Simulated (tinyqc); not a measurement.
## Scale length and length offset from two DIBL values

Inverse problem. DIBL = exp(-Le/(2 l)) + 2 exp(-Le/l) with Le = L - dL. Find l, dL and the drawn length for a DIBL of 100 mV/V.

DIBL at drawn lengths 140 and 210 nm (mV/V): [108.24912, 28.869202]

Answer. With e = exp(-Le/(2 l)), 2 e^2 + e = DIBL gives e and so Le/l at each length; Le/l is a straight line in L with slope 1/l.

l = 29.00 nm
dL = 1.300 nm
length for 100 mV/V = 144.0 nm

Numbers from tinyqc (`OMP_NUM_THREADS=1 python tinyqc.py 2002085 2002086 out.jsonl`; about 0.01 s on one thread of a shared Intel Xeon 2.30GHz).
